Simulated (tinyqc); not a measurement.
Composition profile: interdiffusion in a binary couple: Darken equations, Kirkendall shift and Boltzmann-Matano analysis. Computed by tinyqc, a small Python program. Command: `OMP_NUM_THREADS=1 python tinyqc.py 3031568 3031569 out.jsonl darken walk`. One thread of a shared host (Intel(R) Xeon(R) Processor @ 2.30GHz), about 0.02 s of CPU time with the checks.

x is the mole fraction of B; the molar volume is constant, and the two halves are long enough to count as infinite.

Inputs (values chosen for the exercise, for a model alloy A-B):
```
quantity,value,unit
tracer diffusivity D*_A(0),1.1e-13,m^2/s
tracer diffusivity D*_B(0),3.2e-14,m^2/s
slope k of ln D* with x,0.9,-
regular-solution parameter W,-0.1,eV
temperature T,1410,K
left composition x_L,0.35,-
right composition x_R,0.95,-
time t,120000,s
```

Vacancy-wind correction: none.

Constants: k_B = 8.617333262e-05 eV/K.

Method:
- D*_i(x) = D*_i(0) exp(k x); thermodynamic factor Phi = 1 - 2 W x (1 - x)/(k_B T); intrinsic D_i = D*_i Phi; interdiffusion D~ = x D_A + (1 - x) D_B.
- With lambda = z/sqrt(t), the profile solves d/dlambda (D~ dx/dlambda) + (lambda/2) dx/dlambda = 0 with x = x_L and x_R far to the left and right; z = 0 is the original interface. It is solved as a boundary-value problem in y = lambda/sqrt(D~ at the mean composition) on -12 < y < 12 (collocation, tolerance 1e-8).
- The last column is the error-function profile for a constant D~ taken at the mean composition.

D~ at the mean composition = 2.0403e-13 m^2/s

Profile at time t:
```
y,z (um),x,dx/dz (1/um),x for constant D~
-3.0,-469.42,0.35265,0.0000509,0.36017
-2.0,-312.95,0.38329,0.0004320,0.39719
-1.5,-234.71,0.43064,0.0007795,0.43665
-1.0,-156.47,0.50283,0.0010376,0.49385
-0.5,-78.24,0.58807,0.0011115,0.56710
0.0,0.00,0.67297,0.0010408,0.65000
0.5,78.24,0.74894,0.0008930,0.73290
1.0,156.47,0.81192,0.0007147,0.80615
1.5,234.71,0.86072,0.0005344,0.86335
2.0,312.95,0.89600,0.0003714,0.90281
3.0,469.42,0.93418,0.0001400,0.93983
```

What does the comparison show, and why?

At the original interface x = 0.6730, against the mean 0.6500. D~ is 2.41 times as large at x_R as at x_L, so the profile is flatter and reaches further on the right.
